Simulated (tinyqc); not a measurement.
Hubbard chain of 6 sites, step by step. Computed by tinyqc, a small Python program that keeps every step. Settings: hopping = 0.99, U = 3.7, mixing = 0.5, iteration cap = 86. Command: `OMP_NUM_THREADS=1 python tinyqc.py 20811 20812 out.jsonl` (the two numbers bound the seeds that draw the settings). One thread of a shared host (Intel(R) Xeon(R) Processor @ 2.60GHz), about 0.3 s of CPU time with the checks. Later iterations appear only in the table of the cycle.

## Mean-field iteration 1

one-body matrix (hopping and site energies) (eV), lower triangle:
```
          1         2         3         4         5         6
1   0.19000
2  -0.99000   0.63000
3   0.00000  -0.99000   0.38000
4   0.00000   0.00000  -0.99000  -0.76000
5   0.00000   0.00000   0.00000  -0.99000  -0.36000
6   0.00000   0.00000   0.00000   0.00000  -0.99000  -0.24000
```

U = 3.70000 eV

electrons, up and down: 3  3

mixing = 0.50000

n(up) at the start (a guess, not normalised): 1 0.95000, 2 0.05000, 3 0.95000, 4 0.05000, 5 0.95000, 6 0.05000

n(down) at the start (a guess): 1 0.05000, 2 0.95000, 3 0.05000, 4 0.95000, 5 0.05000, 6 0.95000

H(up) = T + U n(down), H(down) = T + U n(up); fill the lowest levels; n(new) = n + mixing (n(out) - n); E = tr T (rho up + rho down) + U sum n_up n_down of the output.

levels, up (eV): -0.78520  -0.08425  0.33645  3.14310  3.67576  4.65414

levels, down (eV): -1.09362  -0.25450  0.30906  3.57541  3.88524  4.51841

energy = -2.67611 eV

n(up) after iteration 1: 1 0.94932, 2 0.07183, 3 0.90760, 4 0.09903, 5 0.91853, 6 0.05368

n(down) after iteration 1: 1 0.06152, 2 0.90985, 3 0.07013, 4 0.93648, 5 0.07926, 6 0.94276

## Mean-field iteration 2

As before.

levels, up (eV): -0.70516  -0.04276  0.39140  3.10487  3.65755  4.53410

levels, down (eV): -0.96513  -0.22988  0.37703  3.47364  3.85312  4.43121

energy = -2.68923 eV

n(up) after iteration 2: 1 0.94689, 2 0.08652, 3 0.88209, 4 0.12783, 5 0.89948, 6 0.05721

n(down) after iteration 2: 1 0.06837, 2 0.88567, 3 0.08506, 4 0.92524, 5 0.09821, 6 0.93746

## Mean-field iteration 3

As before.

levels, up (eV): -0.65510  -0.01505  0.42909  3.07433  3.64287  4.46386

levels, down (eV): -0.89474  -0.20837  0.42209  3.41184  3.82475  4.38443

energy = -2.69520 eV

n(up) after iteration 3: 1 0.94429, 2 0.09638, 3 0.86594, 4 0.14568, 5 0.88754, 6 0.06016

n(down) after iteration 3: 1 0.07270, 2 0.87058, 3 0.09583, 4 0.91663, 5 0.11062, 6 0.93365

## Convergence

Each step fills the lowest levels of T + U n(other spin) and sets n(new) = n + mixing (n(out) - n); stop when output and input agree to 1e-8.

Course of the cycle:
```
iteration      E (eV)  largest |n(out) - n(in)|  mean |n_up - n_down|
1          -2.6761133                  9.81e-02               0.80970
2          -2.6892289                  5.76e-02               0.79636
3          -2.6952024                  3.57e-02               0.78682
4          -2.6979804                  2.31e-02               0.78009
5          -2.6992908                  1.54e-02               0.77537
6          -2.6999144                  1.05e-02               0.77207
7          -2.7002129                  7.25e-03               0.76978
8          -2.7003564                  5.03e-03               0.76818
9          -2.7004255                  3.50e-03               0.76707
10         -2.7004589                  2.44e-03               0.76629
11         -2.7004751                  1.70e-03               0.76575
...               ...                       ...                   ...
35         -2.7004902                  3.02e-07               0.76453
36         -2.7004902                  2.11e-07               0.76453
37         -2.7004902                  1.47e-07               0.76453
38         -2.7004902                  1.02e-07               0.76453
39         -2.7004902                  7.13e-08               0.76453
40         -2.7004902                  4.97e-08               0.76453
41         -2.7004902                  3.46e-08               0.76453
42         -2.7004902                  2.41e-08               0.76453
43         -2.7004902                  1.68e-08               0.76453
44         -2.7004902                  1.17e-08               0.76453
45         -2.7004902                  8.16e-09               0.76453
```

local moments n_up - n_down: 1 0.85420, 2 -0.72432, 3 0.71037, 4 -0.71302, 5 0.72901, 6 -0.85623

Converged in 45 iterations. Before convergence this energy mixes input and output and is not variational, so it may rise towards its limit.

## Exact diagonalisation (400 states)

Lowest levels of the sector, and the double occupancy of the lowest state.

lowest levels (eV): -3.43046  -2.98847  -2.54841  -2.35107  -2.19020  -2.06396

double occupancy per site = 0.10227

The mean-field solution above lies 0.7300 eV above the exact energy.

## The lowest level by Lanczos steps

From a random start vector (not printed): a_j = <q_j|H|q_j>, b_j = norm of the remainder after orthogonalising; the Ritz value is the lowest eigenvalue of the tridiagonal matrix of a and b so far.

Lanczos:
```
j   a_j (eV)  b_j (eV)  lowest Ritz value (eV)
1    3.55440   4.25674               3.5544038
2    4.26583   5.15599              -0.3614618
3    6.51343   5.01646              -2.0612017
4    5.55127   4.57804              -2.8022667
5    5.39198   4.41055              -3.1513927
6    6.07459   4.62385              -3.3039420
7    6.26730   4.52016              -3.3737882
8    5.76949   4.39626              -3.4072305
9    6.96176   4.17349              -3.4211531
10   5.65694   4.37018              -3.4260309
```
